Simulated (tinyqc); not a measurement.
Inside a calculation. Model: strained alloy layer of InP and GaP on (001) GaAs, model-solid band line-up.

Computed by the program tinyqc: `OMP_NUM_THREADS=1 python tinyqc.py 2690007 2690008 out.jsonl`, one thread of a shared Intel Xeon 2.30GHz, about 0.01 s for the whole run. Printed values are rounded.

The layer is x parts of the first compound and 1 - x of the second, grown coherently on the third as substrate and barrier. Rows of the table: lattice constant a, average valence level Ea on an absolute scale, spin-orbit splitting so, gaps at Gamma, X and L, hydrostatic deformation potentials av and ac (Gamma), shear potential b, elastic constants, electron and heavy-hole (along z) masses. All are interpolated linearly in x; gaps get -C x (1 - x), taken wholly in the conduction band; real line-ups can differ from this model by 0.1 eV or more.

Inputs (values chosen for the exercise): fraction of the first compound in the layer x = 0.38; bowing of the Gamma gap CG = 0.65 eV; bowing of the X gap CX = 0.2 eV; bowing of the L gap CL = 1.03 eV.

Range of the model: The X or L gap of the relaxed alloy lies near or below the Gamma gap, so the Gamma edge computed here may not be the lowest conduction edge.

## Relaxed alloy and strain

Binary compounds, values chosen for the exercise:

|  | close to InP | close to GaP | close to GaAs |
|---|---|---|---|
| a (angstrom) | 5.869 | 5.451 | 5.653 |
| Ea (eV) | -7.04 | -7.4 | -6.92 |
| so (eV) | 0.109 | 0.0805 | 0.343 |
| EG (eV) | 1.36 | 2.8 | 1.44 |
| EX (eV) | 2.18 | 2.27 | 1.9 |
| EL (eV) | 1.91 | 2.59 | 1.69 |
| av (eV) | 1.25 | 1.72 | 1.17 |
| ac (eV) | -5.07 | -7.11 | -7.09 |
| b (eV) | -1.71 | -1.8 | -1.71 |
| c11 (GPa) | 102 | 141 | 119 |
| c12 (GPa) | 55.4 | 61.5 | 53.8 |
| me (m0) | 0.0809 | 0.129 | 0.0666 |
| mh (m0) | 0.524 | 0.328 | 0.345 |

In-plane strain e = (a_substrate - a)/a, e_z = -2 (c12/c11) e, volume change 2 e + e_z.

a = 5.609840 angstrom
Gamma gap = 2.099660 eV
X gap = 2.188680 eV
L gap = 2.088932 eV
e = 0.7693624 %
e_z = -0.7217056 %
volume change = 0.8170192 %

The relaxed alloy has its lowest gap at L (indirect). The layer is under tensile in-plane strain.

## Band edges and offsets

In-plane strain e = (a_substrate - a)/a, e_z = -2 (c12/c11) e, volume change 2 e + e_z. With v = 2 e + e_z and d = 2 b (e_z - e): Eav = Ea + av v; E_hh = Eav + so/3 - d/2; E_lh = Eav - so/6 + d/4 + sqrt(so^2 + so d + 9 d^2/4)/2; E_c = Ea + so/3 + EG + ac v (Gamma). Substrate: E_v = Ea + so/3, E_c = E_v + EG. Well depths: dEc = E_c(substrate) - E_c, dEhh = E_hh - E_v(substrate), dElh likewise; strained Gamma gap E_c - max(E_hh, E_lh); positive values confine carriers in the layer.

d = 0.05265856 eV
E_hh = -7.246492 eV
E_lh = -7.183040 eV
E_c = -5.184853 eV
strained Gamma gap = 1.998187 eV
dEc = -0.1808135 eV
dEhh = -0.4408257 eV
dElh = -0.3773736 eV

The light-hole band lies on top, by 63.5 meV. At Gamma the line-up is type I, the layer is a barrier for both carriers.

## Critical thickness

In-plane strain e = (a_substrate - a)/a. Matthews-Blakeslee for 60-degree dislocations in a single layer: hc = k (ln(hc/bv) + 1), k = bv (1 - nu/4)/(4 pi |e| (1 + nu)), nu = c12/(c11 + c12), bv = a/sqrt(2); the larger root.

nu = 0.3192780
bv = 0.3966756 nm
hc = 12.80476 nm

The layer, Lw = 6.7 nm, is thinner than hc, so it stays coherent by this criterion.
